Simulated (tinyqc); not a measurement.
Sensitivity of the reflectance: thin-film optics by transfer matrices.

Indices N = n + i k. Snell: N0 sin(theta) = N_j sin(theta_j), with Im(N_j cos theta_j) >= 0. Admittance y_j = N_j cos theta_j for s and N_j/cos theta_j for p. Phase delta_j = 2 pi N_j cos theta_j d_j/lambda. Layer matrix [[cos delta, -i sin delta/y], [-i y sin delta, cos delta]], multiplied from the top down to M. (B, C) = M (1, y_sub); r = (y0 B - C)/(y0 B + C), R = |r|^2, T = 4 Re y0 Re y_sub/|y0 B + C|^2, absorbed in the films 1 - R - T.

Values chosen for the exercise (indices near those of Si3N4, SiO2 on Si; the results hold for these values, not for the real material): lam = 633 nm (vacuum wavelength); n0 = 1 (ambient index); n = (2.031, 1.444, 3.824) (n of Si3N4, SiO2, substrate); k = (0, 0, 0.021) (k in the same order); d = (47.8, 187) nm (thicknesses, top first); theta = 60 degrees (angle of incidence).

R for both polarisations.

One parameter was then changed.

Results before and after:

| case | R_s | R_p | T_s |
|---|---|---|---|
| base | 0.7531 | 0.2119 | 0.2469 |
| changed | 0.7528 | 0.2132 | 0.2472 |

Which of these changes was made? (a) lam = 638 nm; (b) k = (0, 0, 0.033); (c) n = (2.072, 1.444, 3.824); (d) d = (52.8, 187) nm; (e) theta = 65 degrees.

Answer: (a) lam = 638 nm. Of the candidates, run in turn, only this one gives the changed row.

All candidates:

| case | R_s | R_p | T_s |
|---|---|---|---|
| base | 0.7531 | 0.2119 | 0.2469 |
| d = (52.8, 187) nm | 0.7631 | 0.2147 | 0.2369 |
| n = (2.072, 1.444, 3.824) | 0.7635 | 0.2213 | 0.2365 |
| k = (0, 0, 0.033) | 0.7530 | 0.2118 | 0.2470 |
| lam = 638 nm | 0.7528 | 0.2132 | 0.2472 |
| theta = 65 degrees | 0.7912 | 0.1582 | 0.2088 |

Computed by tinyqc, a small Python program: `OMP_NUM_THREADS=1 python tinyqc.py 1650425 1650426 out.jsonl` (the numbers bound the seed that draws the inputs); one thread of a shared host (Intel(R) Xeon(R) Processor @ 2.30GHz), about 0.01 s for the whole set of steps.
